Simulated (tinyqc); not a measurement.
Admittance spectroscopy of a deep trap: one step of the calculation.

Schottky contact on an n-type layer with shallow donors Nd (all ionised) and a donor-like deep trap, neutral when filled and positive when empty; depletion approximation. Traps within lam of the depletion edge stay filled. The traps at xt = W - lam, where the level crosses the Fermi level, follow a slow signal and not a fast one. w = 2 pi f.

Task. Admittance at the signal frequency. Emission rate en = sn vth(T) Nc(T) exp(-Et/kB T) = sn g T^2 exp(-Et/kB T), g = vth Nc/(300 K)^2, as vth goes as T^0.5 and Nc as T^1.5 (degeneracy factor 1). Inflection frequency w0 = 2 en [1 + Nt xt/(Nd W)]; C = C_HF + (C_LF - C_HF)/(1 + (w/w0)^2), G/w = (C_LF - C_HF)(w/w0)/(1 + (w/w0)^2).

Values chosen for this exercise; material values close to those of silicon:
- Nc = 2.76e19 cm^-3 (conduction-band density of states at 300 K)
- vth = 2.3e7 cm/s (thermal velocity at 300 K)
- Nd = 7.9e16 cm^-3 (shallow donor density)
- Et = 0.35 eV (depth of the trap below the conduction edge)
- sn = 1.6e-17 cm^2 (capture cross-section)
- Nt = 1.8e16 cm^-3 (trap density)
- f = 340 Hz (signal frequency)
- T = 258 K (temperature)

Constants: q = 1.602176634e-19 C, kB = 1.380649e-23 J/K. Results are converted to the units shown.

W = 192.65797 nm
xt = 131.99232 nm
C_HF = 53.770937 nF/cm^2
C_LF = 57.107911 nF/cm^2

Find: en; w0/(2 pi); C; G/w.

Result.

en = 1094 1/s
w0/(2 pi) = 402.4 Hz
C = 55.72 nF/cm^2
G/w = 1.645 nF/cm^2

The signal lies near the inflection, where the loss is largest.

Numbers from tinyqc (`OMP_NUM_THREADS=1 python tinyqc.py 2050105 2050106 out.jsonl`; about 0.01 s on one thread of a shared Intel Xeon 2.30GHz).
